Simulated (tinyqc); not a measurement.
Born-von Karman spring model of a cubic crystal with one atom per cell: one step, computed by the program tinyqc. Command: `OMP_NUM_THREADS=1 python tinyqc.py 3006919 3006920 out.jsonl springs walk`. One thread of a shared host (Intel(R) Xeon(R) Processor @ 2.30GHz), about 0.1 s of CPU time with the checks.

First neighbours lie at a/2 (1,1,1) (8 of them), second at a (1,0,0) (6), with all permutations and signs; the volume per atom is Omega = a^3/2. Two shells of springs match a real metal only roughly, above all at the zone boundary.

Problem. Debye temperature from the elastic constants. Christoffel matrix G_xx = C11 n_x^2 + C44 (1 - n_x^2), G_xy = (C12 + C44) n_x n_y, with eigenvalues rho v^2; v_m^-3 is the mean of v^-3 over three branches and all directions (12 Gauss-Legendre points in cos(theta) times 24 angles phi = (j + 1/2) pi/12); q_D = (6 pi^2/Omega)^(1/3); Theta = hbar v_m q_D/k_B.

Inputs (values chosen for the exercise, modelled on sodium): lattice constant a = 4.23 angstrom.

Lattice: bcc.

C12 = 6.658692 GPa

C44 = 5.916312 GPa

C11 = 8.105574 GPa

density rho = 1008.781 kg/m^3

Constants: hbar = 1.054571817e-34 J s; k_B = 1.380649e-23 J/K.

Give: mean velocity v_m; Debye wave number q_D; elastic Debye temperature.

Solution.

mean velocity v_m = 1695 m/s

Debye wave number q_D = 1.161 1/angstrom

elastic Debye temperature = 150.3 K
